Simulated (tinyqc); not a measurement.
Rise against time: self-heating of a transistor with one or more fingers, with temperature-dependent conductivity. Computed by tinyqc, a small Python program. Command: `OMP_NUM_THREADS=1 python tinyqc.py 3020119 3020120 out.jsonl selfheat walk`. One thread of a shared host (Intel(R) Xeon(R) Processor @ 2.30GHz), about 0.07 s of CPU time with the checks.

N long parallel fingers lie on the top face of a slab whose bottom is held at T_0; the top is otherwise insulated, and heat flows in two dimensions. P in W/mm is 1000 P in W/m.

Inputs (values chosen for the exercise, modelled on silicon): conductivity at the base temperature kappa_0 = 148 W/(m K); power per gate width P = 4.7 W/mm; fingers N = 3; finger pitch s = 29 micrometre; width of the heat source w = 0.41 micrometre; substrate thickness t = 72 micrometre; heat capacity C = 1.57 1e6 J/(m^3 K); pulse length = 24 microsecond.

Power: power rises with temperature.

Method:
- A line source of power P on the top face raises the top at distance x by (P/(pi kappa_0)) g(x), g(x) = -ln tanh(pi x/(4 t)) (the image sum for the slab). On a strip of width w the centre sees the mean of g over the strip, g_0 = 1 + ln(8 t/(pi w)) for w much below t.
- theta_i = (P/(pi kappa_0)) [g_0 + sum over j != i of g(|i - j| s)], with equal powers and constant conductivity; thermal resistance = largest theta/P.
- After switching on, theta(tau) = (P D/kappa_0) int_0^tau X(u) Z(u) du at the hottest finger, D = kappa_0/C; X = sum over fingers at distance x of [erf((x + w/2)/r) - erf((x - w/2)/r)]/(2 w), Z = sum_(j=-200..200) (-1)^j exp(-(2 j t/r)^2)/sqrt(pi D u), r = 2 sqrt(D u); trapezoid rule on 300 points evenly spaced in ln u from u_0 = 1e-3 min(tau, w^2/D) to tau, plus the exact piece 2 sqrt(u_0/(pi D))/w below u_0. Conductivity and power are held at their base values here, and Fourier's law is used even where the diffusion length is near a phonon free path.

diffusivity D = 94.2675 micrometre^2/microsecond

theta of each finger (K): [89.6271, 95.7278, 89.6271]

largest theta = 95.7278 K

Heating curve:
```
time (microsecond)  sqrt(D time) (micrometre)  rise (K)  share of the steady rise
5.50e-05                             0.072005     6.254                   0.06533
5.50e-04                              0.22770    15.591                    0.1629
0.0055                                0.72005    26.931                    0.2813
0.055                                  2.2770    38.538                    0.4026
0.55                                   7.2005    50.209                    0.5245
2.7                                    15.954    61.211                    0.6394
11                                     32.202     77.53                    0.8099
33                                     55.775    90.713                    0.9476
82                                     87.920    95.328                    0.9958
```

What does the comparison show, and why?

Half the steady rise is reached between 0.055 and 0.55 microseconds, and the last row holds 99.6 % of it; the slowest time constant is 4 t^2/(pi^2 D) = 22.3 microseconds. While the diffusion length lies between w and the pitch or thickness, the rise grows as the logarithm of time; once it nears the pitch of 29 micrometre the neighbours add their heat.

Extremes, crossings and ranges named in words are read from the listed rows.
